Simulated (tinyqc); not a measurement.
Current crowding under a contact, resistor ladder against the transmission-line model: one step of the calculation.

A metal contact of length d and width W on a thin layer of the same width. The metal has no resistance, the sheet resistance under it equals Rsh, and current enters the layer at the front edge x = 0.

Problem. The transmission-line result. Transfer length Lt = sqrt(rc/Rsh); front resistance Rc = (Rsh Lt/W) coth(d/Lt); end resistance Re = (Rsh Lt/W)/sinh(d/Lt). v(x) = I (Rsh Lt/W) cosh((d - x)/Lt)/sinh(d/Lt) at the cell centres x = (i - 1/2) d/n.

Values chosen for this exercise: sheet resistance of the semiconductor layer Rsh = 110 ohm/sq; specific contact resistivity rc = 1.8e-8 ohm cm^2; contact length d = 0.067 um; contact width W = 3.7 um; cells n = 10; current I = 1 mA.

Give: Lt; Rc; Re; v(x).

Solution.

Lt = 0.12792 um
Rc = 7.9131 ohm
Re = 6.9393 ohm
v(x), cell 1 to 10 (mV): 7.8162  7.6385  7.4817  7.3454  7.2293  7.1330  7.0563  6.9989  6.9608  6.9417

The ladder's Rc is 0.044 % above this value, with cells 0.052 Lt long.

Numbers from tinyqc (`OMP_NUM_THREADS=1 python tinyqc.py 2760122 2760123 out.jsonl`; about 0.01 s on one thread of a shared Intel Xeon 2.30GHz).
